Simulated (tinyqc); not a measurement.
Plane-wave Kohn-Sham cycle with exchange-only LDA in a layered model solid, step by step. One step of it, computed by the program tinyqc.

Problem. Iteration 1: potential. V_H(G) = 4 pi rho(G)/G^2 for G != 0 (uniform background); v_x = -(3 rho/pi)^(1/3); V = V_ext + V_H + v_x; Fourier components f(G_m) = (1/N) sum_j f(x_j) exp(-i G_m x_j).

A solid whose potential varies along x alone (atomic units):
```
parameter                      value
period a                   11.900000
cross-section of the cell  11.000000
electrons per cell                 4
grid points                       16
plane waves -n..n, n               2
k points                           1
V1 in V1 cos(2 pi x/a)     -0.470000
```

density at the start, on the grid x_j = j a/N (e/bohr^3): 0.03055768  0.03055768  0.03055768  0.03055768  0.03055768  0.03055768  0.03055768  0.03055768  0.03055768  0.03055768  0.03055768  0.03055768  0.03055768  0.03055768  0.03055768  0.03055768

Give: Potentials on the grid; V(G_m), m = 0, 1, 2, ....

Solution.

Potentials on the grid (hartree):
```
x          V_ext     V_H      v_x        V
0.0000   -0.4700  0.0000  -0.3079  -0.7779
0.7438   -0.4342  0.0000  -0.3079  -0.7421
1.4875   -0.3323  0.0000  -0.3079  -0.6402
2.2313   -0.1799  0.0000  -0.3079  -0.4877
2.9750         0  0.0000  -0.3079  -0.3079
3.7188    0.1799  0.0000  -0.3079  -0.1280
4.4625    0.3323  0.0000  -0.3079   0.0245
5.2062    0.4342  0.0000  -0.3079   0.1264
5.9500    0.4700  0.0000  -0.3079   0.1621
6.6937    0.4342  0.0000  -0.3079   0.1264
7.4375    0.3323  0.0000  -0.3079   0.0245
8.1813    0.1799  0.0000  -0.3079  -0.1280
8.9250         0  0.0000  -0.3079  -0.3079
9.6687   -0.1799  0.0000  -0.3079  -0.4877
10.4125  -0.3323  0.0000  -0.3079  -0.6402
11.1562  -0.4342  0.0000  -0.3079  -0.7421
```

V(G_m), m = 0, 1, 2, ... (hartree): -0.3079  -0.2350  0.0000  0.0000  0.0000
